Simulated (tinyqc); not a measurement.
Reverse leakage of an n+-p junction: diffusion, generation, trap-assisted and band-to-band tunnelling: two steps of the calculation.

One-sided abrupt junction in the depletion approximation, x from the junction (0) to W on the p side, field F = F0 (1 - x/W). Flat quasi-Fermi levels, long p side. Traps generate through SRH with both lifetimes shortened by 1 + Gamma (Hurkx enhancement, form for moderate fields); band-to-band generation is local and needs a total bending above Eg.

Inputs (values chosen for the exercise); band and dielectric values close to those of silicon:
```
symbol,value,unit,meaning
T,350,K,temperature
Eg,1.12,eV,band gap
eps_r,11.8,,relative permittivity
Nc,3.5e19,cm^-3,conduction-band density of states at T
Nv,3.34e19,cm^-3,valence-band density of states at T
Na,1.9e17,cm^-3,acceptor density of the lighter side
Nd,1e19,cm^-3,donor density of the heavier side
tau,3e-6,s,SRH lifetime of both carriers at zero field
mt,0.25,m0,tunnelling mass
Dn,13,cm^2/s,electron diffusion coefficient on the lighter side
VR,2.2,V,reverse bias
```

Constants: q = 1.602176634e-19 C, kB = 1.380649e-23 J/K, hbar = 1.054571817e-34 J s, m0 = 9.1093837015e-31 kg, Vt = kB T/q, eps0 = 8.8541878128e-14 F/cm where lengths are in cm. Results are converted to the units shown.

Question 1. Field, scales and diffusion current. ni = sqrt(Nc Nv) exp(-Eg/(2 Vt)), Eg in volts; Vbi = Vt ln(Na Nd/ni^2); W = sqrt(2 eps0 eps_r (Vbi + VR)/(q Na)); F0 = 2 (Vbi + VR)/W; FG = sqrt(24 mt m0 (kB T)^3)/(q hbar); J_diff = q ni^2 sqrt(Dn/tau)(1 - exp(-VR/Vt))/Na.

Wanted: ni; Vbi; W; F0; FG; J_diff.

Answer 1.

ni = 2.953e11 cm^-3
Vbi = 0.9263 V
W = 146.5 nm
F0 = 426.8 kV/cm
FG = 464.8 kV/cm
J_diff = 1.531e-10 A/cm^2

Question 2. Current components. u = (Vbi + VR)(1 - x/W)^2, p = Na exp(-u/Vt), n = Nd exp((u - Vbi - VR)/Vt); G0 = ni^2 (1 - exp(-VR/Vt))/(tau (n + p + 2 ni cosh(Et/Vt))); Gamma = 2 sqrt(3 pi)(F/FG) exp((F/FG)^2); trap-assisted part G0 Gamma; G_bb = Ab F^2.5 exp(-Bb/F) with F in V/cm, zero unless Vbi + VR > Eg. 14 equal steps.

Each current is q times the trapezoid sum of its rate; J adds J_diff; J_bb under 1e-8 of the sum is given as 0.

```
point,x (nm),G0 (cm^-3 s^-1),G0 Gamma (cm^-3 s^-1),G_bb (cm^-3 s^-1)
0,0.00000,2.9067189e9,3.8088066e10,4.1159172e8
1,10.46372,4.2240647e15,4.5759496e16,1.0179963e7
2,20.92744,4.9215571e16,4.4195458e17,1.3810385e5
3,31.39116,4.9216521e16,3.6696199e17,873.66993
4,41.85488,4.9216521e16,3.0478185e17,2.0540039
5,52.31860,4.9216521e16,2.5277224e17,~0
6,62.78232,4.9216521e16,2.0883905e17,~0
7,73.24604,4.9216433e16,1.7131324e17,~0
8,83.70976,4.9131324e16,1.3861221e17,~0
9,94.17348,3.1094628e16,6.9725751e16,~0
10,104.63720,7.1310673e14,1.2306527e15,~0
11,115.10092,1.7848080e13,2.2415787e13,~0
12,125.56464,1.2686715e12,1.0396274e12,~0
13,136.02836,2.5961208e11,1.0500690e11,~0
14,146.49208,1.5298474e11,0,0
```

J_diff = 1.5307073e-10 A/cm^2

Wanted: J_SRH; J_TAT; J_bb; J.

Answer 2.

J_SRH = 6.379e-8 A/cm^2
J_TAT = 3.356e-7 A/cm^2
J_bb = 0 A/cm^2
J = 3.996e-7 A/cm^2

Computed by the program tinyqc: `OMP_NUM_THREADS=1 python tinyqc.py 2290038 2290039 out.jsonl`, one thread of a shared Intel Xeon 2.30GHz, about 0.01 s for the whole run.

~0 in a residual or rate marks an entry under 1e-11 of the largest of its column.
